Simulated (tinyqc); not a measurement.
Inside a calculation. Method: plane-wave Kohn-Sham cycle with exchange-only LDA in a layered model solid. One step of it, computed by the program tinyqc.

Task: Iteration 1: potential. V_H(G) = 4 pi rho(G)/G^2 for G != 0 (uniform background); v_x = -(3 rho/pi)^(1/3); V = V_ext + V_H + v_x; Fourier components f(G_m) = (1/N) sum_j f(x_j) exp(-i G_m x_j).

A solid whose potential varies along x alone (atomic units):
```
parameter                      value
period a                   12.600000
cross-section of the cell  16.000000
electrons per cell                 4
grid points                       16
plane waves -n..n, n               2
k points                           4
V1 in V1 cos(2 pi x/a)     -0.260000
V2 in V2 cos(4 pi x/a)      0.140000
```

density at the start, on the grid x_j = j a/N (e/bohr^3): 0.01984127  0.01984127  0.01984127  0.01984127  0.01984127  0.01984127  0.01984127  0.01984127  0.01984127  0.01984127  0.01984127  0.01984127  0.01984127  0.01984127  0.01984127  0.01984127

Give: Potentials on the grid; V(G_m), m = 0, 1, 2, ....

Result:

Potentials on the grid (hartree):
```
x          V_ext     V_H      v_x        V
0.0000   -0.1200  0.0000  -0.2666  -0.3866
0.7875   -0.1412  0.0000  -0.2666  -0.4078
1.5750   -0.1838  0.0000  -0.2666  -0.4504
2.3625   -0.1985  0.0000  -0.2666  -0.4651
3.1500   -0.1400  0.0000  -0.2666  -0.4066
3.9375    0.0005  0.0000  -0.2666  -0.2661
4.7250    0.1838  0.0000  -0.2666  -0.0827
5.5125    0.3392  0.0000  -0.2666   0.0726
6.3000    0.4000  0.0000  -0.2666   0.1334
7.0875    0.3392  0.0000  -0.2666   0.0726
7.8750    0.1838  0.0000  -0.2666  -0.0827
8.6625    0.0005  0.0000  -0.2666  -0.2661
9.4500   -0.1400  0.0000  -0.2666  -0.4066
10.2375  -0.1985  0.0000  -0.2666  -0.4651
11.0250  -0.1838  0.0000  -0.2666  -0.4504
11.8125  -0.1412  0.0000  -0.2666  -0.4078
```

V(G_m), m = 0, 1, 2, ... (hartree): -0.2666  -0.1300  0.0700  0.0000  0.0000
